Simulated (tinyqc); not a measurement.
Sp3 tight binding, zinc-blende lattice, step by step. Computed by tinyqc, a small Python program that keeps every step. Command: `OMP_NUM_THREADS=1 python tinyqc.py 20630 20631 out.jsonl` (the two numbers bound the seeds that draw the settings). One thread of a shared host (Intel(R) Xeon(R) Processor @ 2.60GHz), about 0.01 s of CPU time with the checks.

## Bloch Hamiltonian at k

Parameters chosen for this model: zinc-blende lattice, anion at 0, cation at a/4 (1,1,1); V = eta hbar^2 / (m d^2), hbar^2/m = 7.619964 eV angstrom^2:
```
parameter          value      unit
a               4.820000  angstrom
d               2.087121  angstrom
Es anion      -13.390000        eV
Ep anion       -6.510000        eV
Es cation     -13.390000        eV
Ep cation      -6.510000        eV
eta ss         -1.430000
eta sp          1.570000
eta pp sigma    2.440000
eta pp pi      -0.600000
V ss           -2.501460        eV
V sp            2.746358        eV
V pp sigma      4.268226        eV
V pp pi        -1.049564        eV
```

k point k (2 pi / a): 0.5900  0.0800  -0.1600

Slater-Koster rules over the four bonds with direction cosines (l, m, n): ss V_ss; s-px l V_sp; px-s -l V_sp; px-px l^2 V_pps + (1 - l^2) V_ppp; px-py l m (V_pps - V_ppp); each times exp(i k.d).

H(k) at k (eV), lower triangle (Hermitian):
```
                  a s             a px             a py            a pz
a s          -13.3900
a px           0.0000          -6.5100
a py           0.0000           0.0000          -6.5100
a pz           0.0000           0.0000           0.0000         -6.5100
c s   -5.7731+0.2494i  -0.1187+4.8739i  -1.2514+0.4623i  0.6157-0.9396i
c px   0.1187-4.8739i   1.6687-0.0721i  -0.6883+1.0504i  1.3990-0.5168i
c py   1.2514-0.4623i  -0.6883+1.0504i   1.6687-0.0721i  0.1327-5.4486i
c pz  -0.6157+0.9396i   1.3990-0.5168i   0.1327-5.4486i  1.6687-0.0721i

           c s     c px     c py     c pz
c s   -13.3900
c px    0.0000  -6.5100
c py    0.0000   0.0000  -6.5100
c pz    0.0000   0.0000   0.0000  -6.5100
```

## Levels at k

Diagonalise the Hermitian matrix.

eigenvalues (eV): -20.8231  -13.5898  -12.4599  -12.0680  -3.1164  -2.8752  -0.6675  -0.2401

weights |c|^2 of the basis functions:
```
      band 1  band 2  band 3  band 4  band 5  band 6  band 7  band 8
a s   0.4529  0.1776  0.0086  0.0423  0.2127  0.0907  0.0011  0.0141
a px  0.0433  0.1349  0.0233  0.1377  0.2440  0.3654  0.0004  0.0510
a py  0.0014  0.0978  0.2994  0.0851  0.0365  0.0296  0.2063  0.2439
a pz  0.0025  0.0898  0.1687  0.2348  0.0068  0.0143  0.2922  0.1909
c s   0.4529  0.1776  0.0086  0.0423  0.2127  0.0907  0.0011  0.0141
c px  0.0433  0.1349  0.0233  0.1377  0.2440  0.3654  0.0004  0.0510
c py  0.0014  0.0978  0.2994  0.0851  0.0365  0.0296  0.2063  0.2439
c pz  0.0025  0.0898  0.1687  0.2348  0.0068  0.0143  0.2922  0.1909
```

## Bloch Hamiltonian at L

k point L (2 pi / a): 0.5000  0.5000  0.5000

As before.

H(k) at L (eV), lower triangle (Hermitian):
```
                  a s             a px             a py             a pz
a s          -13.3900
a px           0.0000          -6.5100
a py           0.0000           0.0000          -6.5100
a pz           0.0000           0.0000           0.0000          -6.5100
c s   -3.5376-3.5376i   2.2424+2.2424i   2.2424+2.2424i   2.2424+2.2424i
c px  -2.2424-2.2424i   1.0225+1.0225i  -2.5068-2.5068i  -2.5068-2.5068i
c py  -2.2424-2.2424i  -2.5068-2.5068i   1.0225+1.0225i  -2.5068-2.5068i
c pz  -2.2424-2.2424i  -2.5068-2.5068i  -2.5068-2.5068i   1.0225+1.0225i

           c s     c px     c py     c pz
c s   -13.3900
c px    0.0000  -6.5100
c py    0.0000   0.0000  -6.5100
c pz    0.0000   0.0000   0.0000  -6.5100
```

## Levels at L

As before.

eigenvalues (eV): -19.9720  -16.0774  -11.5013  -11.5013  -4.4640  -1.5187  -1.5187  0.7134

## Bands along a path

The same steps at evenly spaced points between the labelled ones.

Bands along the path (eV):
```
k           band 1    band 2    band 3    band 4   band 5   band 6   band 7   band 8
L         -19.9720  -16.0774  -11.5013  -11.5013  -4.4640  -1.5187  -1.5187   0.7134
L-G 0.33  -21.2525  -14.2859  -11.0680  -11.0680  -4.2033  -1.9520  -1.9520  -0.0583
L-G 0.67  -22.8028  -11.2650  -10.0457  -10.0457  -3.6982  -2.9743  -2.9743  -2.0341
G         -23.3958   -9.4021   -9.4021   -9.4021  -3.6179  -3.6179  -3.6179  -3.3842
G-X 0.33  -22.5963  -10.8507  -10.8507  -10.6982  -3.4644  -3.0411  -2.1693  -2.1693
G-X 0.67  -20.3647  -13.6685  -12.8184  -12.8184  -3.0921  -2.6746  -0.2016  -0.2016
X         -17.1653  -17.1653  -13.6004  -13.6004  -2.7347  -2.7347   0.5804   0.5804
X-W 0.33  -17.1653  -17.1653  -13.6004  -13.6004  -2.7347  -2.7347   0.5804   0.5804
X-W 0.67  -17.1653  -17.1653  -13.6004  -13.6004  -2.7347  -2.7347   0.5804   0.5804
W         -17.1653  -17.1653  -13.6004  -13.6004  -2.7347  -2.7347   0.5804   0.5804
```

With 4 band(s) filled, the highest filled level on these points lies at G and the lowest empty one at L: a gap of 4.9381 eV, indirect.
